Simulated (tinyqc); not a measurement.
Chemically amplified photoresist: aerial image, acid generation, bake, development and line width. Changing the mean dose E. Computed by tinyqc, a small Python program. Command: `OMP_NUM_THREADS=1 python tinyqc.py 3000177 3000178 out.jsonl resist sweep`. One thread of a shared host (Intel(R) Xeon(R) Processor @ 2.30GHz), about 0.06 s of CPU time with the checks.

Lines and spaces of pitch p with a two-beam-like image; x = 0 is the middle of the bright space. The resist is positive and treated as uniform in depth.

Inputs (values chosen for the exercise, for a model resist at 193 nm):
```
quantity                                         value     unit
pitch p                                            160       nm
image contrast c                                  0.65        -
Dill parameter C                                 0.021  cm^2/mJ
quencher load q, relative to the acid generator   0.15        -
acid diffusivity D                                0.57   nm^2/s
bake time t                                         90        s
amplification rate k_amp                         0.098      1/s
threshold protection m_th                         0.54        -
development selectivity n                            5        -
largest rate r_max                                 200     nm/s
smallest rate r_min                              0.042     nm/s
resist thickness d                                 170       nm
development time t_d                                30        s
photon energy                                     6.42       eV
absorption coefficient alpha                      0.84     1/um
```

Method:
- Dose E(x) = E [1 + c cos(2 pi x/p)]; acid h = 1 - exp(-C E(x)).
- Bake: the acid image is blurred by a Gaussian of variance sigma^2 = 2 D t (each Fourier term k of h, taken on 64 points, is multiplied by exp(-4 pi^2 k^2 D t/p^2)).
- Cosine coefficients: h(x) = sum_k h_k cos(2 pi k x/p).
- The quencher then removes q, h_eff = max(h_blurred - q, 0); protection m = exp(-k_amp t h_eff).
- Mack rate r = r_max (a + 1)(1 - m)^n/(a + (1 - m)^n) + r_min, a = ((n + 1)/(n - 1))(1 - m_th)^n.
- Edge: vertical development clears the film where r t_d >= d; the space width is twice the x where r = d/t_d.
- Dose sensitivity = d ln(width)/d ln E from widths at 1.005 E and E/1.005; image log-slope at the edge = |d ln E/dx|, normalised by the width (NILS); latitude for 10 % of width = 10 %/sensitivity.
- The edge lies at x = width/2.
- Absorbed photons per volume N = E(edge) alpha/(photon energy), 1 mJ/cm^2 = 62.41509 eV/nm^2, alpha in 1/nm; a Gaussian blur averages over a volume V = (2 sqrt(pi) sigma)^3; relative noise 1/sqrt(N V); edge noise sigma_x = (dh/d ln E) noise/|dh/dx|, with both derivatives of the blurred acid at the edge.

One run for each value:
```
mean dose E (mJ/cm^2)  space width (nm)  dose sensitivity  edge noise from photons (nm)   NILS
6.83                               42.8             3.685                         1.295  0.567
7.82                               60.4             1.834                         0.913  1.149
8.81                               72.4             1.275                         0.764  1.667
9.80                               81.7             1.007                         0.683  2.128
10.80                              89.3             0.851                         0.634  2.543
11.80                              95.9             0.751                         0.603  2.909
12.80                             101.6             0.684                         0.584  3.228
13.80                             106.8             0.638                         0.575  3.500
14.80                             111.5             0.607                         0.573  3.723
15.80                             116.0             0.587                         0.579  3.896
```

Over the rows, space width (nm) rises from 42.8 to 116 (exponent d ln y / d ln x 2.5 between the first rows and 0.60 between the last); dose sensitivity falls from 3.68 to 0.587 (exponent d ln y / d ln x -5.2 between the first rows and -0.51 between the last); edge noise from photons (nm) goes from 1.30 through a minimum among these rows, 0.573 at 14.8, to 0.579. More dose moves the clearing threshold out along the image, so the space widens.

Caution (all rows): lateral development, standing waves and the joint diffusion of acid and quencher are left out, so widths are indicative. Caution (all rows): the noise counts photons alone (acid and quencher statistics add to it) and takes the film as thicker than the blur; a thinner film averages in two dimensions only.

Extremes, crossings and ranges named in words are read from the listed rows.
